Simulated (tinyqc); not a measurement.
Thin-body film or fin with hard walls, valleys of the Ge type: one step. Effective density of states and threshold shift. Three cases, with inputs chosen for the exercise.

Question. Sum the subbands; 1/angstrom^2 = 1e16/cm^2 and 1/angstrom^3 = 1e24/cm^3.

A film of thickness t between hard walls, flat band inside: E_n = c (n pi/t)^2/m_z above the bulk edge, c = hbar^2/2m0. Without degeneracy the sheet density is N2 exp((EF - Ec)/kB T) with N2 = sum_i g m_d/(2 pi c) kB T exp(-E_i/kB T) over n = 1 to 40 of each group; a classical film has t Nc with Nc = 2 g_all (m_dos kB T/(4 pi c))^(3/2), m_dos = (ml mt^2)^(1/3). The threshold shift is dVt = kB T ln(t Nc/N2).

Constants: hbar^2/2m0 = 3.80998211 eV angstrom^2; kB = 8.617333262e-05 eV/K.

Give: terms of N2 by group; Nc; t Nc; dVt.

Case 1.

Values chosen (near those of Ge; the results hold for these values, not for the real material):
- t = 104 angstrom (body thickness)
- ml = 1.594 m0 (longitudinal mass)
- mt = 0.082 m0 (transverse mass)
- T = 350 K (temperature)
- g_all = 4 (number of valleys)

Valleys (masses in m0):
```
valleys g  cos^2(theta)       m_z       m_1       m_2       m_d
4              0.333333  0.119916  0.082000  1.090000  0.298965
```

Answer.

terms of N2 by group (1e12/cm^2): 6.087

Nc = 1.310 x 1e19/cm^3
t Nc = 13.619 x 1e12/cm^2
dVt = 24.3 mV

Confinement leaves 45 % of the classical states.

Case 2.

Values chosen (near those of Ge; the results hold for these values, not for the real material):
- t = 80 angstrom (body thickness)
- ml = 1.621 m0 (longitudinal mass)
- mt = 0.083 m0 (transverse mass)
- T = 300 K (temperature)
- g_all = 4 (number of valleys)

Valleys (masses in m0):
```
valleys g  cos^2(theta)       m_z       m_1       m_2       m_d
4              0.333333  0.121392  0.083000  1.108333  0.303301
```

Answer.

terms of N2 by group (1e12/cm^2): 2.022

Nc = 1.061 x 1e19/cm^3
t Nc = 8.486 x 1e12/cm^2
dVt = 37.1 mV

Confinement leaves 24 % of the classical states.

Case 3.

Values chosen (near those of Ge; the results hold for these values, not for the real material):
- t = 102 angstrom (body thickness)
- ml = 1.559 m0 (longitudinal mass)
- mt = 0.081 m0 (transverse mass)
- T = 77 K (temperature)
- g_all = 4 (number of valleys)

Valleys (masses in m0):
```
valleys g  cos^2(theta)       m_z       m_1       m_2       m_d
4              0.333333  0.118424  0.081000  1.066333  0.293893
```

Answer.

terms of N2 by group (1e12/cm^2): 0.03277

Nc = 0.132 x 1e19/cm^3
t Nc = 1.346 x 1e12/cm^2
dVt = 24.7 mV

Confinement leaves 2.4 % of the classical states.

Computed by tinyqc, one run a case: `OMP_NUM_THREADS=1 python tinyqc.py N N+1 out.jsonl` with N = 1251792, 1251905, 1280257; one thread of a shared Intel(R) Xeon(R) Processor @ 2.30GHz, about 0.01 s a run at most.
